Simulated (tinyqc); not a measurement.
Born-von Karman spring model of a cubic crystal with one atom per cell. Changing the temperature T. Computed by tinyqc, a small Python program. Command: `OMP_NUM_THREADS=1 python tinyqc.py 3011492 3011493 out.jsonl springs sweep`. One thread of a shared host (Intel(R) Xeon(R) Processor @ 2.30GHz), about 0.1 s of CPU time with the checks.

First neighbours lie at a/2 (1,1,1) (8 of them), second at a (1,0,0) (6), with all permutations and signs; the volume per atom is Omega = a^3/2. Two shells of springs match a real metal only roughly, above all at the zone boundary.

Inputs (values chosen for the exercise, modelled on iron):
```
quantity               value           unit
atomic mass M          55.85              u
radial spring k1L       3.28  eV/angstrom^2
transverse spring k1T   -0.1  eV/angstrom^2
radial spring k2L        1.1  eV/angstrom^2
transverse spring k2T  0.017  eV/angstrom^2
mesh divisions n          10              -
```

Lattice: bcc.

Constants: nu for 1 eV/(angstrom^2 u) = 15.6333042 THz; h x 1 THz = 4.135667696 meV; k_B = 8.617333262e-05 eV/K; hbar^2/u = 4.18015928e-03 eV angstrom^2.

Method:
- A neighbour at R with unit vector n couples by the matrix K(R) = kL n n^T + kT (1 - n n^T), and D(q) = (1/M) sum_R K(R) [1 - cos(q.R)].
- An eigenvalue lambda of D in eV/(angstrom^2 u) gives nu = 15.6333042 THz x sqrt(lambda).
- Mesh: q = sum_i (m_i + 1/2)/n b_i, m_i = 0..n-1, with b = [[0, 1, 1], [1, 0, 1], [1, 1, 0]] in 2 pi/a; sums are averages over the n^3 points, per atom.
- With x = h nu/(k_B T) and n = 1/(exp(x) - 1) for each mode: F = k_B T [x/2 + ln(1 - exp(-x))], U = k_B T x (n + 1/2), S/k_B = x n - ln(1 - exp(-x)), C/k_B = x^2 n (n + 1).
- <u_x^2> = (1/3) sum over modes of hbar^2/(2 M h nu) coth(x/2); zero-point energy = sum h nu/2. <u_x^2> converges slowly with the mesh, from below, with an error of order 1/n.

One run for each value; columns: (1) temperature T (K); (2) heat capacity C (k_B/atom); (3) entropy S (k_B/atom); (4) <u_x^2> (angstrom^2); (5) free energy F (meV/atom); (6) energy U (meV/atom):
```
(1)     (2)     (3)       (4)      (5)     (6)
40   0.2180  0.0654  0.001610    40.24   40.46
59   0.5988  0.2156  0.001689    40.02   41.11
87   1.2130  0.5619  0.001876    39.10   43.31
130  1.8950  1.1889  0.002274    35.87   49.18
190  2.3857  2.0074  0.002945    27.55   60.42
280  2.6901  2.9973  0.004057     7.97   80.29
410  2.8490  4.0569  0.005745   -31.86  111.47
610  2.9303  5.2070  0.008406  -112.30  161.41
900  2.9677  6.3548  0.012309  -257.67  235.19
```

What does the table show, and why?

Over the rows, heat capacity C (k_B/atom) rises from 0.218 to 2.97 (exponent d ln y / d ln x 2.6 between the first rows and 0.033 between the last); entropy S (k_B/atom) rises from 0.0654 to 6.35 (exponent d ln y / d ln x 3.1 between the first rows and 0.51 between the last); <u_x^2> (angstrom^2) rises from 0.00161 to 0.0123 (exponent d ln y / d ln x 0.12 between the first rows and 0.98 between the last). At the high end the exponent of heat capacity C is 0.03, close to 0: the Dulong-Petit limit. At the high end the exponent of <u_x^2> is 0.98, close to 1: the classical law, k_B T over a spring constant. F is positive while zero-point energy rules and changes sign between 280 and 410 K, where T S overtakes U.

Caution (rows 40.0): the mesh is too coarse for this temperature: four more divisions change S by over 1 %.

Extremes, crossings and ranges named in words are read from the listed rows.
